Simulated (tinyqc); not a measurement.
Alloy A(1-x)B(x) by interpolation with bowing: one step. Where the valleys cross. Five cases, with inputs chosen for the exercise.

Task: The difference of two gaps is a quadratic q2 x^2 + q1 x + q0 with q2 = C_i - C_j, q1 = (E_B - E_A - C)_i - (E_B - E_A - C)_j, q0 = E_A,i - E_A,j; give its roots between 0 and 1 (a dash: none).

Each gap follows E(x) = (1 - x) E_A + x E_B - C x (1 - x); the lattice constant follows Vegard, a(x) = (1 - x) a_A + x a_B.

Case 1.

Values chosen (A near GaSb, B near GaAs; shifted at random, so the results belong to these values and not to a real crystal): Eg = (0.814, 1.53) eV (gap at Gamma to the s-like level of A, B); EgX = (1.127, 1.99) eV (gap to the lowest valley along Gamma-X of A, B); EgL = (0.876, 1.826) eV (gap to L of A, B); C = (1.224, 1.194, 1.285) eV (bowing of the Gamma, X and L gaps).

Case 2.

Values chosen (A near GaAs, B near AlAs; shifted at random, so the results belong to these values and not to a real crystal): Eg = (1.502, 3.054) eV (gap at Gamma to the s-like level of A, B); EgX = (1.987, 2.221) eV (gap to the lowest valley along Gamma-X of A, B); EgL = (1.796, 2.442) eV (gap to L of A, B); C = (0.389, 0.047, 0.04) eV (bowing of the Gamma, X and L gaps).

Case 3.

Values chosen (A near Si, B near Ge; shifted at random, so the results belong to these values and not to a real crystal): Eg = (4.234, 0.897) eV (gap at Gamma to the s-like level of A, B); EgX = (1.156, 0.935) eV (gap to the lowest valley along Gamma-X of A, B); EgL = (2.102, 0.734) eV (gap to L of A, B); C = (0.191, 0.192, 0) eV (bowing of the Gamma, X and L gaps).

Case 4.

Values chosen (A near InSb, B near InAs; shifted at random, so the results belong to these values and not to a real crystal): Eg = (0.236, 0.414) eV (gap at Gamma to the s-like level of A, B); EgX = (0.639, 1.417) eV (gap to the lowest valley along Gamma-X of A, B); EgL = (0.922, 1.122) eV (gap to L of A, B); C = (0.68, 0.65, 0.72) eV (bowing of the Gamma, X and L gaps).

Case 5.

Values chosen (A near InSb, B near InAs; shifted at random, so the results belong to these values and not to a real crystal): Eg = (0.232, 0.421) eV (gap at Gamma to the s-like level of A, B); EgX = (0.629, 1.422) eV (gap to the lowest valley along Gamma-X of A, B); EgL = (0.939, 1.132) eV (gap to L of A, B); C = (0.598, 0.655, 0.538) eV (bowing of the Gamma, X and L gaps).

Give: Crossings.

Result:

Case 1.

Crossings:

| pair | q2 | q1 | q0 | first root | second root |
|---|---|---|---|---|---|
| Gamma-X | 0.030 | -0.177 | -0.313 | - | - |
| Gamma-L | -0.061 | -0.173 | -0.062 | - | - |
| X-L | -0.091 | 0.004 | 0.251 | - | - |

The lowest valley is Gamma at every x.

Case 2.

Crossings:

| pair | q2 | q1 | q0 | first root | second root |
|---|---|---|---|---|---|
| Gamma-X | 0.342 | 0.976 | -0.485 | 0.4316 | - |
| Gamma-L | 0.349 | 0.557 | -0.294 | 0.4182 | - |
| X-L | 0.007 | -0.419 | 0.191 | 0.4594 | - |

The lowest valley changes at x = 0.418 (Gamma to L, gap 2.056 eV) and x = 0.459 (L to X, gap 2.083 eV). The middle valley is lowest only in a narrow window, which small changes of the inputs would close. The other crossings lie above the lowest valley.

Case 3.

Crossings:

| pair | q2 | q1 | q0 | first root | second root |
|---|---|---|---|---|---|
| Gamma-X | -0.001 | -3.115 | 3.078 | 0.9878 | - |
| Gamma-L | 0.191 | -2.160 | 2.132 | - | - |
| X-L | 0.192 | 0.955 | -0.946 | 0.8465 | - |

The lowest valley changes at x = 0.847 (X to L, gap 0.944 eV). The other crossings lie above the lowest valley.

Case 4.

Crossings:

| pair | q2 | q1 | q0 | first root | second root |
|---|---|---|---|---|---|
| Gamma-X | 0.030 | -0.630 | -0.403 | - | - |
| Gamma-L | -0.040 | 0.018 | -0.686 | - | - |
| X-L | -0.070 | 0.648 | -0.283 | 0.4595 | - |

The lowest valley is Gamma at every x. The other crossings lie above the lowest valley.

Case 5.

Crossings:

| pair | q2 | q1 | q0 | first root | second root |
|---|---|---|---|---|---|
| Gamma-X | -0.057 | -0.547 | -0.397 | - | - |
| Gamma-L | 0.060 | -0.064 | -0.707 | - | - |
| X-L | 0.117 | 0.483 | -0.310 | 0.5646 | - |

The lowest valley is Gamma at every x. The other crossings lie above the lowest valley.

Computed by tinyqc, one run a case: `OMP_NUM_THREADS=1 python tinyqc.py N N+1 out.jsonl` with N = 1051061, 1051111, 1051123, 1051160, 1051219; one thread of a shared Intel(R) Xeon(R) Processor @ 2.30GHz, about 0.01 s a run at most.
